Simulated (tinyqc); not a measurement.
One-dimensional ballistic tunnel FET, two-band WKB: two steps of the calculation.

A p-type source for x < 0 with its Fermi level at 0 and its valence edge at ds; in the channel the bands fall as D exp(-x/lam) towards their flat values, with the conduction edge at Ec = ds - dP and D = dP + Eg. The gate moves dP one to one. The drain Fermi level lies at -Vd and the drain side reflects nothing. For w = E - Ec between 0 and dP an electron crosses the gap. Two-band dispersion with equal masses m: inside the gap kappa = sqrt(m u (1 - u/Eg)/C), u the distance from a band edge, C = hbar^2/(2 m0).

Inputs (values chosen for the exercise); band and dielectric values those of a made-up semiconductor: temperature T = 77 K; band gap Eg = 1.52 eV; band-edge mass of the two-band model m = 0.097 m0; screening length of the source junction lam = 1.7 nm; source valence edge above the source Fermi level ds = 0.03 eV; drain bias Vd = 0.5 V; number of degenerate subbands (spin apart) g = 1; tunnelling window Ev(source) - Ec(channel) dP = 0.19 eV; energy above the channel conduction edge w0 = 0.13 eV; points of the energy grid nE = 11.

Constants: q = 1.602176634e-19 C, kB = 1.380649e-23 J/K, hbar = 1.054571817e-34 J s, h = 6.62607015e-34 J s, m0 = 9.1093837015e-31 kg, Vt = kB T/q, hbar^2/(2 m0) = 0.0380998212 eV nm^2. Results are converted to the units shown.

Task 1. The exponent in closed form. S(w) = 2 lam int_0^Eg kappa(u) du/(w + Eg - u) = 2 pi lam sqrt(m/(C Eg)) [w + Eg/2 - sqrt(w (w + Eg))], T(w) = exp(-S). The common triangular estimate is S = (4/3) lam sqrt(m/C) Eg^1.5/(dP + Eg) for all w.

Give: S(w0); T(w0); triangular S.

Result 1.

S(w0) = 5.9009
T(w0) = 0.0027371
triangular S = 3.9635

Task 2. Current on a coarse grid. I = g (2 q^2/h) int_0^dP T(w) [f(E) - f(E + Vd)] dw, E = ds - dP + w, f(x) = 1/(1 + exp(x/Vt)). Simpson's rule on nE equally spaced points.

Find: w; T(w); difference of the f; I.

Result 2.

```
point  w (eV)      T(w)  difference of the f
0      0.0000  2.737e-5                1.000
1      0.0190  2.238e-4                1.000
2      0.0380  4.676e-4                1.000
3      0.0570  7.852e-4                1.000
4      0.0760  0.001180                1.000
5      0.0950  0.001654               0.9999
6      0.1140  0.002208               0.9990
7      0.1330  0.002843               0.9832
8      0.1520  0.003559               0.7695
9      0.1710  0.004355               0.1601
10     0.1900  0.005231              0.01076
```

I = 0.01859 uA

Numbers from tinyqc (`OMP_NUM_THREADS=1 python tinyqc.py 2620068 2620069 out.jsonl`; about 0.01 s on one thread of a shared Intel Xeon 2.30GHz).
